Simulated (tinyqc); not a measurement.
Worked calculation: plane-wave Kohn-Sham cycle with exchange-only LDA in a layered model solid. One step of it, computed by the program tinyqc.

Question. Iteration 1: Hamiltonian at one k. H(m,m') = (k + G_m)^2/2 delta + V(G_m - G_m'), with V(-G) = V(G).

A solid whose potential varies along x alone (atomic units):
```
parameter                      value
period a                    5.600000
cross-section of the cell   8.000000
electrons per cell                 2
grid points                       16
plane waves -n..n, n               3
k points                           1
V1 in V1 cos(2 pi x/a)     -0.730000
```

V(G_m), m = 0, 1, 2, ... (hartree): -0.349334  -0.365000  0.000000  0.000000  0.000000  0.000000  0.000000

k = 0.000000 2 pi / a

Give: H.

Answer.

H (hartree):
```
        -3      -2      -1      +0      +1      +2      +3
-3   5.316  -0.365   0.000   0.000   0.000   0.000   0.000
-2  -0.365   2.168  -0.365   0.000   0.000   0.000   0.000
-1   0.000  -0.365   0.280  -0.365   0.000   0.000   0.000
+0   0.000   0.000  -0.365  -0.349  -0.365   0.000   0.000
+1   0.000   0.000   0.000  -0.365   0.280  -0.365   0.000
+2   0.000   0.000   0.000   0.000  -0.365   2.168  -0.365
+3   0.000   0.000   0.000   0.000   0.000  -0.365   5.316
```
